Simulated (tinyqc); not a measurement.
Heterojunction of two tight-binding chains: sweeps and comparisons. A value that a table varies takes the place of the one given here.

Left chain: hopping -t1, sites at 2 t1 (band bottom 0). Right chain: hopping -t2, sites at dE + 2 t2 (bottom dE). t = c/(m a^2), c = hbar^2/2m0. The bond across the interface is -tc with tc = f sqrt(t1 t2), and the last left site has the extra energy U. In a chain E = bottom + 2t (1 - cos(ka)); the surface Green function of a half chain is g = -exp(ika)/t, with Im k > 0 where cos(ka) > 1.

Constants: hbar^2/2m0 = 3.80998211 eV angstrom^2.

Inputs chosen for the exercise (masses and offset of the size met at InGaAs / InP; the results hold for these values, not for the real material):

| symbol | value | unit | meaning |
|---|---|---|---|
| a | 3 | angstrom | site spacing |
| m1 | 0.043 | m0 | mass on the left |
| m2 | 0.077 | m0 | mass on the right |
| dE | 0.22 | eV | band offset |
| f | 1 |  | factor on the interface hopping |
| U | 0.16 | eV | extra energy on the last left site |
| E | 0.304 | eV | electron energy |

## Transmission against energy, and which matching rule a chain obeys

Chain A is the junction as given; chain B has tc = sqrt(t1 t2) and U = 0; chain C has tc = t2 and U = t2 - t1, the finite-difference form of -d/dx (c/m) d/dx. Continuum formulas T = 4 x y/(x + y)^2 with parabolic k: x, y = k/m on each side (BenDaniel-Duke) or x, y = k (slope continuous).

T:

| E - dE (eV) | E (eV) | chain A | chain B | chain C | k/m matched | k matched |
|---|---|---|---|---|---|---|
| 0.002 | 0.222 | 0.4005 | 0.3991 | 0.2468 | 0.2474 | 0.4000 |
| 0.005 | 0.225 | 0.5551 | 0.5536 | 0.3599 | 0.3607 | 0.5546 |
| 0.010 | 0.230 | 0.6828 | 0.6812 | 0.4656 | 0.4666 | 0.6823 |
| 0.020 | 0.240 | 0.8044 | 0.8031 | 0.5828 | 0.5838 | 0.8040 |
| 0.050 | 0.270 | 0.9274 | 0.9270 | 0.7354 | 0.7365 | 0.9276 |
| 0.100 | 0.320 | 0.9787 | 0.9790 | 0.8304 | 0.8313 | 0.9792 |
| 0.200 | 0.420 | 0.9973 | 0.9984 | 0.8970 | 0.8979 | 0.9984 |
| 0.400 | 0.620 | 0.9971 | 0.9987 | 0.9366 | 0.9376 | 0.9987 |

What can be read from the table?

Chain C follows the k/m rule within 0.0011 and chain B the plain k rule within 0.0010, while the two rules differ by up to 0.2202: in B the self-energy of the right side is -t1 exp(i k2 a), so only k2 enters, and in C it is -t2 exp(i k2 a), which carries 1/m2. Chain A, with f = 1 and U = 0.16 eV, has an interface term of its own and lies up to 0.0016 from B and 0.2216 from C.

## When the interface binds a state

A state below both bands solves E - 2 t1 - U - S1(E) - S2(E) = 0 for E < 0, with S1 = -t1 z1, S2 = -(tc^2/t2) z2 and |z| < 1 the decaying root of z + 1/z = 2 - (E - bottom)/t. Decay lengths -a/ln|z|. The threshold is the U that solves the equation at E = 0. A dash: no bound state.

Interface state:

| U (eV) | E (eV) | decay left (angstrom) | decay right (angstrom) |
|---|---|---|---|
| -0.53 | - | - | - |
| -1.07 | - | - | - |
| -1.60 | - | - | - |
| -1.96 | -0.0028 | 177.7 | 14.9 |
| -2.32 | -0.0209 | 65.2 | 14.4 |
| -2.85 | -0.0667 | 36.5 | 13.2 |
| -3.56 | -0.1533 | 24.1 | 11.5 |
| -5.35 | -0.4759 | 13.7 | 8.5 |

threshold U = -1.7822 eV

What does this show, and why?

The step pushes the state out, so an attraction must exceed 1.7822 eV to bind; 5 of the 8 rows are bound. At U = -5.35 eV the state decays over 13.7 angstrom to the left and 8.5 to the right, where the band lies higher.

## What each parameter does

T = 4 Im(S1) Im(S2) |G|^2 with G = 1/(E - 2 t1 - U - S1 - S2), S1 = -t1 exp(i k1 a), S2 = -(tc^2/t2) exp(i k2 a). Each row changes one parameter from the base and keeps the others.

Results:

| case | T | k1 a | k2 a |
|---|---|---|---|
| base | 0.9692 | 0.1760 | 0.1237 |
| m1 = 0.0516 m0 | 0.9524 | 0.1928 | 0.1237 |
| m2 = 0.0924 m0 | 0.9824 | 0.1760 | 0.1355 |
| dE = 0.17 eV | 0.9950 | 0.1760 | 0.1563 |
| f = 0.9 | 0.6115 | 0.1760 | 0.1237 |
| U = 0.36 eV | 0.9611 | 0.1760 | 0.1237 |
| a = 2.4 angstrom | 0.9694 | 0.1407 | 0.0989 |

What does this show?

The largest shifts from the base row, up to three for each result and ties (the steps differ in size, so this ranks the rows, not the parameters). T: f -0.3577, dE +0.0258, m1 -0.0169. k1 a: a -0.0353, m1 +0.0168; unchanged at the printed digits by m2, dE, f and U. k2 a: dE +0.0326, a -0.0248, m2 +0.0118; unchanged at the printed digits by m1, f and U.

Program tinyqc; command `OMP_NUM_THREADS=1 python tinyqc.py 1451742 1451743 out.jsonl`; about 0.01 s on one thread of a shared Intel(R) Xeon(R) Processor @ 2.30GHz.
